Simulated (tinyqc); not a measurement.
Inputs raised by 10 %, one at a time: surface photovoltage measurement of the minority-carrier diffusion length in a wafer. Computed by tinyqc, a small Python program. Command: `OMP_NUM_THREADS=1 python tinyqc.py 3130458 3130459 out.jsonl spv sens`. One thread of a shared host (Intel(R) Xeon(R) Processor @ 2.30GHz), about 0.02 s of CPU time with the checks.

Low injection, steady light, a depletion layer much thinner than 1/alpha and L. The excess density dn is taken at the front edge of the neutral region; light that reaches the back is lost.

Inputs (values chosen for the exercise, modelled on p-type silicon at room temperature):
```
quantity                                              value               unit
diffusion length L                                       22         micrometre
wafer thickness W                                       300         micrometre
diffusivity D                                            24             cm^2/s
front recombination velocity S_f                      24000               cm/s
back recombination velocity S_b                        4600               cm/s
photon flux entering                                3.3e+12         1/(cm^2 s)
minority density at the surface barrier scale n_0   7.4e+09             1/cm^3
temperature T                                           298                  K
wavelength                                              823                 nm
relative noise of each reading                          0.5                  %
diffusion length after pair splitting over L           0.43                  -
iron factor C                                      1.08e+16  micrometre^2/cm^3
```

normal deviates g for the noise: -0.32  2.44  1.55  0.80  0.54  -0.38  -1.19

Constants: k_B = 8.617333262e-05 eV/K.

Method:
- alpha = (84.732/lambda - 76.417)^2 per cm with lambda in micrometre (an empirical fit for silicon between 0.7 and 1.05 micrometre).
- Thick wafer: dn = Phi L/((S_f + D/L)(L + 1/alpha)). Finite wafer, with s = S_b L/D, w = W/L, a = alpha L: dn = [Phi a/(a^2 - 1)] [a - B - exp(-alpha W)(a - s)/(cosh w + s sinh w)]/(S_f + B D/L), B = (sinh w + s cosh w)/(cosh w + s sinh w).
- Photovoltage V = (k_B T/e) ln(1 + dn/n_0). Lifetime = L^2/D.
- Readings y = (Phi/dn) (1 + noise x g) at 780, 830, 880, 920, 950, 975 and 995 nm; a least-squares line y = c (1/alpha + L_app) gives L_app = intercept/slope.
- Splitting iron-boron pairs in boron-doped silicon shortens L; with nothing else changing, [Fe] = C (1/L_after^2 - 1/L^2). It is evaluated with the true lengths and with the apparent ones (without noise), which differ when the wafer is not thick against L.

Runs; columns: (1) input moved; (2) from; (3) to; (4) dn, finite wafer (1/cm^3); (5) apparent length L_app (micrometre); (6) photovoltage V (mV); (7) [Fe] from the apparent lengths (1/cm^3):
```
(1)                                          (2)       (3)         (4)     (5)      (6)         (7)
base run                                       -         -  5.7451e+07  22.697  0.19860  9.8368e+13
diffusion length L (micrometre)               22      24.2  6.1318e+07  24.940  0.21191  8.1296e+13
wafer thickness W (micrometre)               300       330  5.7451e+07  22.697  0.19860  9.8368e+13
diffusivity D (cm^2/s)                        24      26.4  5.5710e+07  22.697  0.19260  9.8368e+13
front recombination velocity S_f (cm/s)    24000     26400  5.3756e+07  22.697  0.18587  9.8368e+13
back recombination velocity S_b (cm/s)      4600      5060  5.7451e+07  22.697  0.19860  9.8368e+13
photon flux entering (1/(cm^2 s))        3.3e+12  3.63e+12  6.3196e+07  22.697  0.21837  9.8368e+13
wavelength (nm)                              823     905.3  3.7213e+07  22.697  0.12881  9.8368e+13
```

Exponents ln(y'/y) / ln(x'/x):
```
input                             dn, finite wafer  apparent length L_app  photovoltage V  [Fe] from the apparent lengths
diffusion length L                           0.683                  0.989           0.681                              -2
wafer thickness W                            0.000                  0.000           0.000                               0
diffusivity D                               -0.323                  0.000          -0.322                               0
front recombination velocity S_f            -0.698                  0.000          -0.695                               0
back recombination velocity S_b              0.000                  0.000           0.000                               0
photon flux entering                         1.000                  0.000           0.996                               0
wavelength                                  -4.557                  0.000          -4.542                               0
```

To which inputs is each result most sensitive?

Among the inputs moved here: dn, finite wafer answers most in size to wavelength (exponent -4.557), next to photon flux entering (+1.000); its exponent is below 0.0005 for wafer thickness W, back recombination velocity S_b. Apparent length L_app answers most in size to diffusion length L (exponent +0.989); its exponent is below 0.0005 for wafer thickness W, diffusivity D, front recombination velocity S_f, back recombination velocity S_b, photon flux entering, wavelength. Its exponent 0.000 in front recombination velocity S_f: S_f scales all readings alike. Photovoltage V answers most in size to wavelength (exponent -4.542), next to photon flux entering (+0.996); its exponent is below 0.0005 for wafer thickness W, back recombination velocity S_b. Its exponent +0.996 in photon flux entering: the linear range. [Fe] from the apparent lengths answers most in size to diffusion length L (exponent -2.000); its exponent is below 0.0005 for wafer thickness W, diffusivity D, front recombination velocity S_f, back recombination velocity S_b, photon flux entering, wavelength.
